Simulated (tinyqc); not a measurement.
Ferroelectric hysteresis, discrete Preisach model: First-order reversal: partial erase after a full write.

36 bistable elements (j, k) switch to +1 when V reaches u_j and to -1 when V falls to -u_k, and keep their state between. P = Ps sum w_jk s_jk. All elements start at -1. No time dependence and no dielectric part.

w_jk is proportional to exp[-(a_j^2 + a_k^2 - 2 cr a_j a_k)/(2 (1 - cr^2))], a_j = (u_j - Vc)/sg, and the weights sum to one. Sequence: +2.4 V, then -Vr (state P1), then +Vr (state P2), then -Vr again (P3).

Parameters, values chosen for the exercise: saturation polarisation Ps = 29 uC/cm^2; mean coercive voltage Vc = 1 V; spread of the switching voltages sg = 0.56 V; list of the u_j up = [0.2, 0.6, 1, 1.4, 1.8, 2.2] V; correlation of up and down voltages cr = 0.8.

First-order reversal: partial erase after a full write:
```
Vr (V)	P1 (uC/cm^2)	P2 (uC/cm^2)	P3 (uC/cm^2)
0	29.00	29.00	29.00
0.4	23.47	26.15	23.47
0.8	10.07	23.70	10.07
1.2	-7.49	23.69	-7.49
1.6	-21.09	25.93	-21.09
2	-27.38	28.03	-27.38
2.4	-29.00	29.00	-29.00
```

What does the comparison show?

P1 falls from 29.0 to -29.0 uC/cm^2; the largest single drop, 17.6 uC/cm^2, comes between Vr = 0.8 and 1.2 V. P3 equals P1 in every row: a minor loop closes on itself (return-point memory). The height P2 - P1 of the minor loop goes from 2.69 uC/cm^2 at Vr = 0.4 V to 58.0 at full amplitude.

Computed by the program tinyqc: `OMP_NUM_THREADS=1 python tinyqc.py 2860113 2860114 out.jsonl`, one thread of a shared Intel Xeon 2.30GHz, about 0.01 s for the whole run.
